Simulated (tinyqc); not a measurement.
Out-diffusion of a doped substrate or buried layer into a growing epitaxial film: one step, computed by the program tinyqc.

x is counted from the original substrate surface into the film, whose surface moves as x = v t. Substrate dopant has one diffusivity; the dopant of the film is taken as uniform.

Task: Moving boundary against the simple erfc. For a surface that grows from dopant-free material and loses none by evaporation, with u = x/l and s = G - u: C/C_s = (1/2) [erfc(u) + (1 + 4 G (G + s)) exp(4 G s) erfc(G + s) - (4G/sqrt(pi)) exp(-u^2)]; for large G it tends to (1/2) erfc(u). Early in the growth G = sqrt(v x_s/(4 D)) for the thickness x_s reached so far; rows give C at the interface (u = 0) and at the surface (u = G).

Inputs (values chosen for the exercise, modelled on phosphorus in silicon): substrate concentration C_s = 7.2e+18 1/cm^3; growth rate v = 0.16 um/min; growth temperature T = 1000 C.

Film doping: opposite type.

diffusivity D = 1.769259e-14 cm^2/s

Give: The first stage of growth.

Result:

The first stage of growth:

| G | C/C_s at the interface | C at the surface (1/cm^3) | simple erfc there (1/cm^3) | ratio | thickness x_s (nm) |
|---|---|---|---|---|---|
| 0.10 | 0.824 | 5.71e+18 | 3.20e+18 | 1.79 | 2.65e-02 |
| 0.25 | 0.680 | 3.95e+18 | 2.61e+18 | 1.52 | 1.66e-01 |
| 0.50 | 0.577 | 2.01e+18 | 1.73e+18 | 1.17 | 6.63e-01 |
| 0.75 | 0.538 | 9.47e+17 | 1.04e+18 | 0.91 | 1.49e+00 |
| 1.00 | 0.521 | 4.09e+17 | 5.66e+17 | 0.72 | 2.65e+00 |
| 1.50 | 0.508 | 5.78e+16 | 1.22e+17 | 0.47 | 5.97e+00 |
| 2.00 | 0.504 | 5.51e+15 | 1.68e+16 | 0.33 | 1.06e+01 |
| 2.50 | 0.502 | 3.47e+14 | 1.47e+15 | 0.24 | 1.66e+01 |
| 3.00 | 0.501 | 1.41e+13 | 7.95e+13 | 0.18 | 2.39e+01 |

Caution: rows with a thickness or a length l = x_s/G below about 1 nm are formal for a continuum model.
